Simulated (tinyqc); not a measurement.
From results back to parameters: one-oscillator model of a band gap. Three cases, with inputs chosen for the exercise.

Problem. A gap follows E(T) = E0 - s1 t1/(exp(t1/T) - 1) with the zero-point term ZP = s1 t1/2, which scales as M^(-1/2). The shift of E0 on going from M to M + dM and the limiting slope at high T are given.

Find: sqrt(M/(M + dM)); ZP; t1.

Method. The shift is ZP (1 - sqrt(M/(M + dM))); then t1 = 2 ZP/s1.

Case 1.

Values chosen (out of a larger set: near those of InP; not measured data): M = 72.87 u (mean atomic mass); dM = 4.81 u (change of the mean mass (not bounded by the natural isotopes)).

shift of E0 = 1.458697 meV
limiting slope s1 = 0.393 meV/K

Solution.

sqrt(M/(M + dM)) = 0.968545
ZP = 46.37 meV
t1 = 236 K

Case 2.

Values chosen (out of a larger set: near those of Si; not measured data): M = 28.1 u (mean atomic mass); dM = 0.88 u (change of the mean mass (not bounded by the natural isotopes)).

shift of E0 = 0.963666 meV
limiting slope s1 = 0.323 meV/K

Solution.

sqrt(M/(M + dM)) = 0.984700
ZP = 62.98 meV
t1 = 390 K

Case 3.

Values chosen (out of a larger set: near those of AlN; not measured data): M = 20.53 u (mean atomic mass); dM = 1.06 u (change of the mean mass (not bounded by the natural isotopes)).

shift of E0 = 6.547412 meV
limiting slope s1 = 0.827 meV/K

Solution.

sqrt(M/(M + dM)) = 0.975143
ZP = 263.40 meV
t1 = 637 K

Computed by tinyqc, one run a case: `OMP_NUM_THREADS=1 python tinyqc.py N N+1 out.jsonl` with N = 1851138, 1851149, 1851152; one thread of a shared Intel(R) Xeon(R) Processor @ 2.30GHz, about 0.01 s a run at most.
